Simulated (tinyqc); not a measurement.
Inside a calculation. Method: plane-wave Kohn-Sham cycle with exchange-only LDA in a layered model solid. Computed by tinyqc, a small Python program that keeps every step. Settings: points = 16, plane-wave index or count = 2, electrons = 2, k points = 2, area = 27.0, mixing = 1.0, iteration cap = 70, Kerker q0 = 1.27. Command: `OMP_NUM_THREADS=1 python tinyqc.py 29591 29592 out.jsonl` (the two numbers bound the seeds that draw the settings). One thread of a shared host (Intel(R) Xeon(R) Processor @ 2.60GHz), about 0.01 s of CPU time with the checks. Later iterations appear only in the table of the cycle.

## Iteration 1: potential

A solid whose potential varies along x alone (atomic units):
```
parameter                      value
period a                    6.600000
cross-section of the cell  27.000000
electrons per cell                 2
grid points                       16
plane waves -n..n, n               2
k points                           2
V1 in V1 cos(2 pi x/a)     -0.600000
V2 in V2 cos(4 pi x/a)     -0.070000
```

density at the start, on the grid x_j = j a/N (e/bohr^3): 0.011223  0.011223  0.011223  0.011223  0.011223  0.011223  0.011223  0.011223  0.011223  0.011223  0.011223  0.011223  0.011223  0.011223  0.011223  0.011223

V_H(G) = 4 pi rho(G)/G^2 for G != 0 (uniform background); v_x = -(3 rho/pi)^(1/3); V = V_ext + V_H + v_x; Fourier components f(G_m) = (1/N) sum_j f(x_j) exp(-i G_m x_j).

Potentials on the grid (hartree):
```
x         V_ext     V_H      v_x        V
0.0000  -0.6700  0.0000  -0.2205  -0.8905
0.4125  -0.6038  0.0000  -0.2205  -0.8243
0.8250  -0.4243  0.0000  -0.2205  -0.6447
1.2375  -0.1801  0.0000  -0.2205  -0.4006
1.6500   0.0700  0.0000  -0.2205  -0.1505
2.0625   0.2791  0.0000  -0.2205   0.0586
2.4750   0.4243  0.0000  -0.2205   0.2038
2.8875   0.5048  0.0000  -0.2205   0.2844
3.3000   0.5300  0.0000  -0.2205   0.3095
3.7125   0.5048  0.0000  -0.2205   0.2844
4.1250   0.4243  0.0000  -0.2205   0.2038
4.5375   0.2791  0.0000  -0.2205   0.0586
4.9500   0.0700  0.0000  -0.2205  -0.1505
5.3625  -0.1801  0.0000  -0.2205  -0.4006
5.7750  -0.4243  0.0000  -0.2205  -0.6447
6.1875  -0.6038  0.0000  -0.2205  -0.8243
```

V(G_m), m = 0, 1, 2, ... (hartree): -0.2205  -0.3000  -0.0350  0.0000  0.0000

## Iteration 1: Hamiltonian at one k

k = 0.2500 2 pi / a

H(m,m') = (k + G_m)^2/2 delta + V(G_m - G_m'), with V(-G) = V(G).

H (hartree), lower triangle:
```
         -2       -1       +0       +1      +2
-2   1.1673
-1  -0.3000   0.0344
+0  -0.0350  -0.3000  -0.1922
+1   0.0000  -0.0350  -0.3000   0.4876
+2   0.0000   0.0000  -0.0350  -0.3000  2.0736
```

## Iteration 1: levels at that k

Diagonalise the Hermitian matrix.

eigenvalues (hartree): -0.5005  0.1325  0.5671  1.2429  2.1286

## Iteration 1: new density

Motion across x is left out: the lowest 1 band(s) hold two electrons at each of the k points (j + 1/2)/nk - 1/2. Residual R = rho(out) - rho(in); rho(new) = rho(in) + 1 R, with R(G) scaled by G^2/(G^2 + 1.27^2) (Kerker). rho(out) = 2/(a A nk) sum |psi|^2 with psi = sum c exp(i G x). Harris energy E = band energy - dV sum rho (V_H/2 + v_x) + (3/4) dV sum rho v_x with rho(in), dV = a A/N, band energy = (2/nk) sum of the filled levels.

rho(out) (e/bohr^3): 0.034379  0.030577  0.021501  0.011968  0.005345  0.002014  0.000732  0.000335  0.000253  0.000335  0.000732  0.002014  0.005345  0.011968  0.021501  0.030577

density after iteration 1 (e/bohr^3): 0.022165  0.019809  0.014464  0.009563  0.007177  0.007025  0.007791  0.008497  0.008759  0.008497  0.007791  0.007025  0.007177  0.009563  0.014464  0.019809

energy per cell = -0.890745 hartree

## Iteration 2: potential

As before.

Potentials on the grid (hartree):
```
x         V_ext      V_H      v_x        V
0.0000  -0.6700   0.0952  -0.2766  -0.8515
0.4125  -0.6038   0.0839  -0.2664  -0.7864
0.8250  -0.4243   0.0548  -0.2399  -0.6094
1.2375  -0.1801   0.0187  -0.2090  -0.3704
1.6500   0.0700  -0.0143  -0.1899  -0.1342
2.0625   0.2791  -0.0390  -0.1886   0.0515
2.4750   0.4243  -0.0550  -0.1952   0.1741
2.8875   0.5048  -0.0636  -0.2009   0.2403
3.3000   0.5300  -0.0663  -0.2030   0.2607
3.7125   0.5048  -0.0636  -0.2009   0.2403
4.1250   0.4243  -0.0550  -0.1952   0.1741
4.5375   0.2791  -0.0390  -0.1886   0.0515
4.9500   0.0700  -0.0143  -0.1899  -0.1342
5.3625  -0.1801   0.0187  -0.2090  -0.3704
5.7750  -0.4243   0.0548  -0.2399  -0.6094
6.1875  -0.6038   0.0839  -0.2664  -0.7864
```

V(G_m), m = 0, 1, 2, ... (hartree): -0.2162  -0.2775  -0.0402  -0.0007  0.0007

## Iteration 2: Hamiltonian at one k

k = 0.2500 2 pi / a

As before.

H (hartree), lower triangle:
```
         -2       -1       +0       +1      +2
-2   1.1715
-1  -0.2775   0.0387
+0  -0.0402  -0.2775  -0.1879
+1  -0.0007  -0.0402  -0.2775   0.4918
+2   0.0007  -0.0007  -0.0402  -0.2775  2.0778
```

## Iteration 2: levels at that k

As before.

eigenvalues (hartree): -0.4674  0.1391  0.5589  1.2363  2.1250

## Iteration 2: new density

As before.

rho(out) (e/bohr^3): 0.033963  0.030265  0.021417  0.012072  0.005514  0.002156  0.000827  0.000399  0.000308  0.000399  0.000827  0.002156  0.005514  0.012072  0.021417  0.030265

density after iteration 2 (e/bohr^3): 0.027034  0.023988  0.016915  0.010011  0.006027  0.004944  0.005330  0.005950  0.006209  0.005950  0.005330  0.004944  0.006027  0.010011  0.016915  0.023988

energy per cell = -0.842874 hartree

## Convergence

Stop when sqrt(dV sum R^2) is below 1e-8, dV = a A/N.

Course of the cycle:
```
iteration  E (hartree)  norm of the residual
1            -0.890745              1.61e-01
2            -0.842874              9.55e-02
3            -0.823539              5.88e-02
4            -0.817236              3.66e-02
5            -0.815478              2.28e-02
6            -0.815118              1.42e-02
7            -0.815118              8.89e-03
8            -0.815176              5.59e-03
9            -0.815221              3.52e-03
10           -0.815247              2.22e-03
11           -0.815260              1.41e-03
...                ...                   ...
28           -0.815271              6.63e-07
29           -0.815271              4.23e-07
30           -0.815271              2.70e-07
31           -0.815271              1.72e-07
32           -0.815271              1.10e-07
33           -0.815271              6.99e-08
34           -0.815271              4.46e-08
35           -0.815271              2.84e-08
36           -0.815271              1.81e-08
37           -0.815271              1.16e-08
38           -0.815271              7.37e-09
```

Converged in 38 iterations. Before convergence this energy mixes input and output and is not variational, so it may rise towards its limit.
